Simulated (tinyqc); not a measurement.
Schottky diode by thermionic emission with image-force lowering and series resistance: one step of the calculation.

Metal on an n-type semiconductor with one parabolic valley; V > 0 is forward bias (metal positive). I = I0 [exp(Vj/(n Vt)) - 1] with Vj = V - I Rs; I0 = S A* T^2 exp(-(phi - dphi)/Vt), the lowering dphi taken at zero bias.

Task. Saturation current. A* = 4 pi q me m0 kB^2/h^3 (times 1e-4 for A/(cm^2 K^2)); Nc = 2 (2 pi me m0 kB T/h^2)^1.5 (times 1e-6 for cm^-3); xi = Vt ln(Nc/Nd), Vbi = phi - xi; surface field Em = sqrt(2 q Nd (Vbi - V - Vt)/(eps0 eps_r)); dphi = sqrt(q Em/(4 pi eps0 eps_r)). Here V = 0 in Em.

Inputs (values chosen for the exercise); band and dielectric values close to those of cadmium telluride: temperature T = 250 K; electron mass me = 0.1 m0; relative permittivity eps_r = 10; barrier height seen from the metal phi = 0.55 eV; donor density Nd = 2e16 cm^-3; area S = 0.0013 cm^2.

Constants: q = 1.602176634e-19 C, kB = 1.380649e-23 J/K, h = 6.62607015e-34 J s, m0 = 9.1093837015e-31 kg, Vt = kB T/q, eps0 = 8.8541878128e-14 F/cm where lengths are in cm. Results are converted to the units shown.

Wanted: A*; Nc; Vbi; Em; dphi; I0.

Result.

A* = 12.017 A/(cm^2 K^2)
Nc = 6.0367e17 cm^-3
Vbi = 0.47660 V
Em = 57.391 kV/cm
dphi = 28.747 meV
I0 = 3.0314e-8 A

The lowering raises I0 by a factor of 3.80.

Numbers from tinyqc (`OMP_NUM_THREADS=1 python tinyqc.py 2640140 2640141 out.jsonl`; about 0.01 s on one thread of a shared Intel Xeon 2.30GHz).
